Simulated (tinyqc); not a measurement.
# p-n heterojunction, non-linear Poisson equation by Newton steps, Fermi-Dirac statistics: two studies

One dimension, material 1 (p-type) at x < 0 and material 2 (n-type) at x > 0. Band edges: Ec = -psi in material 1 and -psi + dEc in material 2, Ev = Ec - Eg. Flat quasi-Fermi levels: 0 for holes, +V for electrons. n = Nc F((EFn - Ec)/Vt), p = Nv F((Ev - EFp)/Vt), with F(eta) = F_1/2(eta) = (2/sqrt(pi)) int_0^infinity sqrt(u) du/(1 + exp(u - eta)) (Fermi-Dirac statistics); full ionisation, no interface charge, classical densities; the doping types are chosen for the exercise.

Inputs (values chosen for the exercise); band and dielectric values close to those of amorphous and crystalline silicon: temperature T = 300 K; band gap of material 1 Eg1 = 1.74 eV; relative permittivity of material 1 er1 = 12.1; conduction-band density of states of material 1 Nc1 = 9.84e19 cm^-3; valence-band density of states of material 1 Nv1 = 9.98e19 cm^-3; band gap of material 2 Eg2 = 1.11 eV; relative permittivity of material 2 er2 = 11.5; conduction-band density of states of material 2 Nc2 = 2.81e19 cm^-3; valence-band density of states of material 2 Nv2 = 2.7e19 cm^-3; conduction-band offset Ec2 - Ec1 dEc = -0.16 eV; acceptor density of material 1 N1 = 3e18 cm^-3; donor density of material 2 N2 = 2.8e18 cm^-3; bias of side 1 against side 2 V = 0 V.

Constants: q = 1.602176634e-19 C, kB = 1.380649e-23 J/K, Vt = kB T/q, eps0 = 8.8541878128e-14 F/cm where lengths are in cm. Results are converted to the units shown.

Each table varies one quantity; the others keep the values above.

## Effect of the acceptor density of material 1

Exact first integral: on each side D^2/(2 eps0 er) = G, G = q [Vt (nI_j - nI_b) + Vt (pI_j - pI_b) - C (psi_j - psi_b)], with C = -N1 or +N2, b the neutral end of that side, and nI, pI the densities with F_1/2 replaced by F_3/2(eta) = (4/(3 sqrt(pi))) int_0^infinity u^(3/2) du/(1 + exp(u - eta)). D is continuous, so er1 G1(psi_j) = er2 G2(psi_j) fixes psi_j. Ends from Nv1 F((-psi_L - Eg1)/Vt) = N1 and Nc2 F((V + psi_R - dEc)/Vt) = N2. D is counted positive when psi rises towards material 2. Depletion (Anderson) capacitance C^2 = q eps0 er1 er2 N1 N2/(2 (er1 N1 + er2 N2)(psi_R - psi_L)). -dD/dV is the change of the displacement at the interface with both quasi-Fermi levels flat; it is the terminal capacitance only while neither side holds an inversion layer. n_j and p_j are densities at the interface.

Effect of the acceptor density of material 1:

| N1 (cm^-3) | psi_R - psi_L (V) | psi_j - psi_L (V) | psi_R - psi_j (V) | D/q (cm^-2) | n_j in 1 (cm^-3) | p_j in 2 (cm^-3) | -dD/dV (nF/cm^2) | depletion C (nF/cm^2) |
|---|---|---|---|---|---|---|---|---|
| 1.5e17 | 1.353 | 1.258 | 0.09510 | 1.572e12 | 5.264e14 | 2333 | 96.60 | 94.90 |
| 3.5e17 | 1.375 | 1.195 | 0.1801 | 2.339e12 | 1.967e13 | 6.243e4 | 141.6 | 138.9 |
| 8.3e17 | 1.398 | 1.051 | 0.3462 | 3.374e12 | 3.189e10 | 3.851e7 | 200.9 | 197.1 |
| 2e18 | 1.420 | 0.8070 | 0.6133 | 4.571e12 | 1.035e6 | 1.186e12 | 267.6 | 262.7 |
| 4.6e18 | 1.442 | 0.5357 | 0.9064 | 5.600e12 | 12.35 | 9.931e16 | 318.4 | 316.7 |
| 1.1e19 | 1.465 | 0.3909 | 1.074 | 7.323e12 | 0.01862 | 3.966e19 | 83.39 | 354.3 |
| 2.5e19 | 1.488 | 0.3576 | 1.130 | 1.051e13 | 0.002148 | 1.238e20 | 46.64 | 372.5 |
| 6e19 | 1.514 | 0.3286 | 1.185 | 1.552e13 | 2.578e-4 | 2.505e20 | 36.67 | 380.1 |

What does the comparison show?

As N1 goes from 1.5e17 to 6e19, the total bending rises from 1.35 to 1.51 V and the sheet charge D/q rises from 1.57e12 to 1.55e13 cm^-2; the share of the bending in material 1 falls from 93.0 to 21.7 %. The capacitance departs most from the depletion formula at N1 = 6e19, where it is 90 % below it, and there the holes at the interface in material 2 outnumber its donors: an inversion layer has formed, which screens D from the bias. For N1 = 1.1e19, 2.5e19, 6e19 the carriers at the interface are degenerate and confined to a layer thin enough for quantisation, which is left out.

## Effect of the donor density of material 2

Same model as above.

Results:

| N2 (cm^-3) | psi_R - psi_L (V) | psi_j - psi_L (V) | psi_R - psi_j (V) | D/q (cm^-2) | n_j in 1 (cm^-3) | p_j in 2 (cm^-3) | -dD/dV (nF/cm^2) | depletion C (nF/cm^2) |
|---|---|---|---|---|---|---|---|---|
| 1.4e17 | 1.353 | 0.3664 | 0.9862 | 3.696e12 | 0.02727 | 3.043e19 | 3.610 | 89.91 |
| 7.8e17 | 1.397 | 0.3921 | 1.005 | 3.833e12 | 0.07369 | 1.391e19 | 36.65 | 191.1 |
| 1.8e18 | 1.419 | 0.5230 | 0.8962 | 4.466e12 | 11.64 | 1.054e17 | 255.9 | 256.7 |
| 4.3e18 | 1.443 | 0.8276 | 0.6150 | 5.671e12 | 1.521e6 | 8.073e11 | 326.8 | 320.8 |
| 1e19 | 1.466 | 1.100 | 0.3664 | 6.564e12 | 5.692e10 | 2.158e7 | 372.2 | 365.3 |
| 2.4e19 | 1.493 | 1.297 | 0.1968 | 7.140e12 | 1.149e14 | 1.069e4 | 397.8 | 390.4 |
| 5.6e19 | 1.525 | 1.413 | 0.1122 | 7.460e12 | 1.043e16 | 117.8 | 407.2 | 399.8 |

Estimate the missing row, N2 = 3.3e17 cm^-3.

Computed row:

| N2 (cm^-3) | psi_R - psi_L (V) | psi_j - psi_L (V) | psi_R - psi_j (V) | D/q (cm^-2) | n_j in 1 (cm^-3) | p_j in 2 (cm^-3) | -dD/dV (nF/cm^2) | depletion C (nF/cm^2) |
|---|---|---|---|---|---|---|---|---|
| 3.3e17 | 1.375 | 0.3725 | 1.002 | 3.728e12 | 0.03443 | 2.562e19 | 9.774 | 133.1 |

With this row back in the table: As N2 goes from 1.4e17 to 5.6e19, the total bending rises from 1.35 to 1.53 V and the sheet charge D/q rises from 3.70e12 to 7.46e12 cm^-2; the share of the bending in material 1 rises from 27.1 to 92.6 %. The capacitance departs most from the depletion formula at N2 = 1.4e17, where it is 96 % below it, and there the holes at the interface in material 2 outnumber its donors: an inversion layer has formed, which screens D from the bias. For N2 = 1.4e17 the carriers at the interface are degenerate and confined to a layer thin enough for quantisation, which is left out.

Numbers from tinyqc (`OMP_NUM_THREADS=1 python tinyqc.py 2040056 2040057 out.jsonl`; about 0.2 s on one thread of a shared Intel Xeon 2.30GHz).
